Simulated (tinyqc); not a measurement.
## Surface Green function of a two-leg ladder, Sancho-Rubio decimation: effect of the broadening

A semi-infinite lead of cells 0, 1, 2, ... with H0 inside a cell and H1 = <cell i|H|cell i + 1>. One rung (site 1 on leg a, site 2 on leg b) is a cell; all hoppings enter with a minus sign. z = E + i eta.

Start with e_s = e = H0, a = H1, b = H1^dagger. Each round: g = (z - e)^(-1); e_s <- e_s + a g b; e <- e + a g b + b g a; a <- a g a; b <- b g b (all with the old a, b). Round k joins cells 2^k apart. Stop when the largest entry of the matrices a and b is below 1e-12 eV; g_s = (z - e_s)^(-1), bulk (z - e)^(-1), density of states -Im Tr/pi. The last column counts the steps of the plain recursion g <- (z - H0 - H1 g H1^dagger)^(-1), one cell a step from g = (z - H0)^(-1), until no entry changes by more than 1e-8 1/eV.

Parameters, values chosen for the exercise: energy E = -2.18 eV.

H0 (eV):
```
	1	2
1	0	-1.37
2	-1.37	0.34
```

H1 (eV):
```
	1	2
1	-1	-0.28
2	0	-0.84
```

Result of one run:
```
eta (eV)	rounds	surface density of states (1/eV)	plain steps
0.1	10	0.2550	179
```

What becomes of these results when the broadening eta is changed from 0.1 to 0.01 eV, all else the same?

Result of the changed run:
```
eta (eV)	rounds	surface density of states (1/eV)	plain steps
0.01	13	0.2647	1801
```

The whole series:
```
eta (eV)	rounds	surface density of states (1/eV)	plain steps
0.3	8	0.2360	60
0.1	10	0.2550	179
0.04	11	0.2614	450
0.02	12	0.2636	900
0.01	13	0.2647	1801
0.004	14	0.2654	4504
```

The rounds go from 8 to 14 and the plain steps from 60 to 4504. Inside a band the plain recursion needs a number of steps that grows as 1/eta, the decimation only as log2(1/eta). The density of states tends to 0.2658 1/eV as eta goes to zero; the first row is 11 % below that and the last 0.17 % below it.

Computed by the program tinyqc: `OMP_NUM_THREADS=1 python tinyqc.py 2680114 2680115 out.jsonl`, one thread of a shared Intel Xeon 2.30GHz, about 0.1 s for the whole run.
